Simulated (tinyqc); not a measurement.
# CMOS inverter, nodal equation and switching, step by step

Program tinyqc, `OMP_NUM_THREADS=1 python tinyqc.py 2340028 2340029 out.jsonl`; Intel Xeon 2.30GHz, shared host, one thread, about 0.04 s. Printed values are rounded.

An n-channel pull-down (bn, VTn) and a p-channel pull-up (bp, VTp) share the input Vin and the output node Vout, which carries the load C. Transistor (EKV form, voltages against the body): I = 2 n b Vt^2 [F(vp - Vs) - F(vp - Vd)] from drain to source, F(v) = ln^2(1 + exp(v/(2 Vt))), vp = (Vg - VT + sg |Vd - Vs|)/n. n-channel bodies are at 0; for the p-channel device all voltages are counted down from Vdd. b in uA/V^2 gives I in uA. Static: In = Ip. Transient: C dVout/dt = Ip - In. No velocity saturation, no gate capacitance beyond C.

Inputs (values chosen for the exercise): temperature T = 400 K; supply voltage Vdd = 0.7 V; slope factor n = 1.21; drain-induced barrier lowering sg = 0.042; n-channel threshold VTn = 0.3 V; p-channel threshold (magnitude) VTp = 0.36 V; gain factor of the pull-down transistor bn = 670 uA/V^2; gain factor of the pull-up transistor bp = 200 uA/V^2; load capacitance C = 0.23 fF; input voltage Vin = 0.22 V; time step dt = 0.4 ps.

Constants: q = 1.602176634e-19 C, kB = 1.380649e-23 J/K, Vt = kB T/q. Results are converted to the units shown.

## Iteration 1: output voltage by Newton steps

Vout at the start = 0.35 V

f = In - Ip at (Vin, Vout); G = df/dVout by a central difference with +/- 1e-6 V; Vout(new) = Vout - f/G.

In = 0.272999 uA
Ip = 1.85484 uA
G = 1.11224 uS
Vout after iteration 1 = 1.77221 V

This step lands outside the rails.

## Iteration 2: output voltage by Newton steps

As before.

In = 0.840007 uA
Ip = -174.191 uA
G = 302.180 uS
Vout after iteration 2 = 1.19298 V

The value that enters this step is an overshoot, farther from the solution than the start was, so its intermediate quantities are not physical.

## Course of the iteration: output voltage by Newton steps

Stop when Vout changes by less than 1e-9 V, or after 30 iterations.

Course of the iteration:
```
iteration,Vout (V),|change| (V)
1,1.77221,1.42
2,1.19298,0.579
3,0.907061,0.286
4,0.769531,0.138
5,0.706595,0.0629
6,0.685102,0.0215
7,0.682502,2.60e-3
8,0.682468,3.42e-5
9,0.682468,5.85e-9
10,0.682468,< 1e-12
```

Converged in 10 iterations. At the end the number of correct digits about doubles with each step. On the way 5 iterate(s) lie more than 5 mV outside the rails, the first at 1.77 V, before the steps return.

## Transfer curve

```
point,Vin (V)
0,0
1,0.07
2,0.14
3,0.21
4,0.28
5,0.35
6,0.42
7,0.49
8,0.56
9,0.63
10,0.7
```

For each Vin solve In = Ip; gain = dVout/dVin.

```
point,Vout (V),supply current (uA),gain
0,0.699958,0.0028208,-0.001
1,0.699726,0.014389,-0.007
2,0.698167,0.069248,-0.050
3,0.686971,0.29654,-0.381
4,0.382694,0.86446,-23.599
5,0.010925,0.38020,-0.333
6,0.001468,0.10876,-0.041
7,0.000214,0.025725,-0.006
8,0.000032,0.0054024,-0.001
9,0.000005,0.0010651,0.000
10,0.000001,2.0373e-4,0.000
```

The switching point Vin = Vout lies at 0.2842 V, with a gain of -23.5. The current peaks at 0.864 uA among the points, against 0.0028 and 2.0e-4 uA of leakage at the ends.

## Switching point and noise margins

VM solves In = Ip with Vin = Vout. VIL and VIH are the inputs at which the gain is -1; NML = VIL - Vout(VIH), NMH = Vout(VIL) - VIH.

VM = 0.28417 V
gain at VM = -23.527
VIL = 0.23735 V
VIH = 0.32159 V
NML = 0.20971 V
NMH = 0.34817 V

VM lies 66 mV below Vdd/2, and the high margin is the larger one. With both transistors saturated the size of the gain tends to 1/sg = 23.8; here it is 1.2 % below that.

## Step 1: one time step of the falling output

Vout at t = 0 = 0.7 V

The input steps to Vdd at t = 0; I = In - Ip. Trapezoidal rule: V(new) = V - (dt/C)[I(V) + I(V(new))]/2, solved for V(new); 1 ps uA/fF = 1 mV.

I(V) = 51.1635 uA
I(V(new)) = 50.2895 uA
Vout after step 1 = 0.611780 V

## Step 2: one time step of the falling output

As before.

I(V) = 50.2895 uA
I(V(new)) = 49.4292 uA
Vout after step 2 = 0.525068 V

## Delays and energy

For a step input the delay to Vdd/2 is tHL = C times the integral of dV/(In - Ip) from Vdd/2 to Vdd at Vin = Vdd, and tLH likewise with Ip - In from 0 to Vdd/2 at Vin = 0. Energy drawn for one full cycle of the output: C Vdd^2. Leakage power: Vdd times the mean of the supply currents at Vin = 0 and Vdd.

tHL = 1.63223 ps
tLH = 7.39709 ps
energy = 0.1127 fJ
leakage power = 1.05859 nW

Time steps as above cross Vdd/2 at 1.63 ps by linear interpolation, 0.11 % above tHL. tLH/tHL = 4.53, with bn/bp = 3.35.
